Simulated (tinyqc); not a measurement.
# Undoped symmetric double-gate MOSFET, analytic potential model: two studies

An undoped body of thickness ts between two equal insulators and tied gates; long channel, electrons only, n = ni exp((psi - V)/Vt) with V the quasi-Fermi potential (0 at the source, Vd at the drain), constant mobility, no quantisation. Across the body psi(x) = V - 2 Vt ln[(ts/(2 beta)) sqrt(q ni/(2 eps0 eps_r Vt)) cos(2 beta x/ts)], x from the centre. Q is the electron charge per area of the whole body.

Values chosen for this exercise; material values those of a made-up semiconductor: temperature T = 300 K; band gap Eg = 1.08 eV; relative permittivity of the semiconductor eps_r = 14.6; conduction-band density of states at T Nc = 3.58e19 cm^-3; valence-band density of states at T Nv = 2.94e19 cm^-3; relative permittivity of the gate insulator eox = 3.81; insulator thickness tox = 3.5 nm; body thickness ts = 10 nm; gate work function less that of the intrinsic body dphi = -0.12 V; channel mobility mu = 320 cm^2/(V s); gate length L = 0.1 um; drain voltage Vd = 0.8 V.

Constants: q = 1.602176634e-19 C, kB = 1.380649e-23 J/K, Vt = kB T/q, eps0 = 8.8541878128e-14 F/cm where lengths are in cm. Results are converted to the units shown.

Each table varies one quantity; the others keep the values above.

## Effect of the insulator thickness

ni = sqrt(Nc Nv) exp(-Eg/(2 Vt)), Eg in volts; r = eps_r tox/(eox ts); V0 = dphi + 2 Vt ln[(2/ts) sqrt(2 eps0 eps_r Vt/(q ni))]. beta (between 0 and pi/2) solves (Vg - V0 - V)/(2 Vt) = ln(beta) - ln(cos beta) + 2 r beta tan(beta). Q = 8 eps0 eps_r Vt beta tan(beta)/ts; I = mu (1/L)(4 eps0 eps_r/ts)(2 Vt)^2 [g(beta_s) - g(beta_d)] per width, g = beta tan(beta) - beta^2/2 + r beta^2 tan^2(beta), with beta_s at V = 0 and beta_d at V = Vd.  I(low) is taken at Vg = 0.09 V, Qs and I(high) at Vg = 0.84 V.

The same in every row: V0 (V) = 0.3433.

Effect of the insulator thickness:
```
tox (nm)  I(low) (nA/um)  Qs(high) (nC/cm^2)  I(high) (uA/um)
1.2                1.229                2179             1668
1.7                1.229                1599             1255
2.4                1.229                1175            943.9
3.5                1.229               836.9            687.8
5                  1.229               605.7            507.7
7.3                1.229               428.6            366.3
10                 1.229               320.7            278.4
```

Read the table: what changes, and by how much?

As tox goes from 1.2 to 10 nm, I(low) stays near 1.23 nA/um and I(high) falls from 1670 to 278 uA/um. On average I(low) is independent of tox and I(high) goes as tox^(-0.84). Below threshold no voltage drops over the insulator in this long-channel model, so its thickness does not matter there. For tox = 1.2 to 3.5 nm the surface density at the source at the higher gate voltage passes 0.3 Nc, where Boltzmann statistics fail. In every row mu V/L at the higher gate voltage, with V the smaller of Vd and Vg - V0, passes 3e6 cm/s, so velocity saturation would lower the current. For tox = 7.3 to 10 nm L is under three scale lengths of this cross-section, so short-channel effects, left out here, would raise the subthreshold current.

## Effect of the body thickness

Same model as above.

Effect of the body thickness:
```
ts (nm)  V0 (V)  I(low) (nA/um)  Qs(high) (nC/cm^2)  I(high) (uA/um)
3.3      0.4006          0.4057               818.6            641.7
4.7      0.3823          0.5778               826.4            658.5
6.5      0.3656          0.7991               831.9            672.3
9.1      0.3482           1.119               836.0            684.7
13       0.3297           1.598               838.9            695.6
18       0.3129           2.212               840.6            703.6
25       0.2959           3.072               841.7            710.0
```

As ts goes from 3.3 to 25 nm, I(low) rises from 0.406 to 3.07 nA/um and I(high) rises from 642 to 710 uA/um. On average I(low) goes as ts^(1.00) and I(high) goes as ts^(0.05). Below threshold the charge is proportional to the cross-section of the body; above it the insulator sets the charge. In every row the surface density at the source at the higher gate voltage passes 0.3 Nc, where Boltzmann statistics fail. In every row mu V/L at the higher gate voltage, with V the smaller of Vd and Vg - V0, passes 3e6 cm/s, so velocity saturation would lower the current. For ts = 18 to 25 nm L is under three scale lengths of this cross-section, so short-channel effects, left out here, would raise the subthreshold current. For ts = 3.3 to 6.5 nm the body is thin enough for quantum confinement, left out here, to raise the threshold.

tinyqc, about 0.02 s, one thread, Intel Xeon 2.30GHz (shared host): `OMP_NUM_THREADS=1 python tinyqc.py 2440174 2440175 out.jsonl`
